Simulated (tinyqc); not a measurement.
From results back to parameters: band edges of strained Si(1-x)Ge(x) on relaxed Si(1-y)Ge(y). Three cases, with inputs chosen for the exercise.

Problem. A layer on a (001) buffer has its Delta valleys split into the four in the plane and the two along z: E(Delta4) - E(Delta2) = XuD (e_par - e_perp), e_perp = -2 (C12/C11) e_par, e_par = (a(y) - a(x))/a(x). The splitting is given; find the strain and the Ge fraction y of the buffer.

Values are linear in the Ge fraction but for ED(x) = linear - CD x (1 - x) and a(x) = linear - Ca x (1 - x). Energies are on the common scale of Ev.

Case 1.

Values chosen (end members near Si and Ge, in this order; shifted at random, so the results belong to these values and not to a real crystal): a = (5.431, 5.656) angstrom (lattice constant); Ca = 0.025 angstrom (bowing of the lattice constant); XuD = (9.44, 9.73) eV (uniaxial potential, Delta); C11 = (165.3, 129.5) GPa; C12 = (64.8, 48.6) GPa; x = 0 (Ge fraction of the layer).

E(Delta4) - E(Delta2) = 0.094773 eV

Case 2.

Values chosen (end members near Si and Ge, in this order; shifted at random, so the results belong to these values and not to a real crystal): a = (5.429, 5.653) angstrom (lattice constant); Ca = 0 angstrom (bowing of the lattice constant); XuD = (9.5, 9.63) eV (uniaxial potential, Delta); C11 = (166.8, 128.9) GPa; C12 = (63.5, 47.6) GPa; x = 0.72 (Ge fraction of the layer).

E(Delta4) - E(Delta2) = 0.093976 eV

Case 3.

Values chosen (end members near Si and Ge, in this order; shifted at random, so the results belong to these values and not to a real crystal): a = (5.428, 5.655) angstrom (lattice constant); Ca = 0.028 angstrom (bowing of the lattice constant); XuD = (9.45, 9.48) eV (uniaxial potential, Delta); C11 = (167, 127.4) GPa; C12 = (63.1, 48.1) GPa; x = 0.11 (Ge fraction of the layer).

E(Delta4) - E(Delta2) = -0.067689 eV

Find: e_par; a(y); y.

Solution. e_par = splitting/(XuD (1 + 2 C12/C11)) with the values at x; a(y) = a(x)(1 + e_par); a(y) rises steadily with y, so one root lies in the range.

Case 1.

e_par = 0.00563
a(y) = 5.4616 angstrom
y = 0.150

Case 2.

e_par = 0.00561
a(y) = 5.6216 angstrom
y = 0.860

Case 3.

e_par = -0.00408
a(y) = 5.4280 angstrom
y = 0

Computed by tinyqc, one run a case: `OMP_NUM_THREADS=1 python tinyqc.py N N+1 out.jsonl` with N = 1050739, 1050746, 1050757; one thread of a shared Intel(R) Xeon(R) Processor @ 2.30GHz, about 0.01 s a run at most.
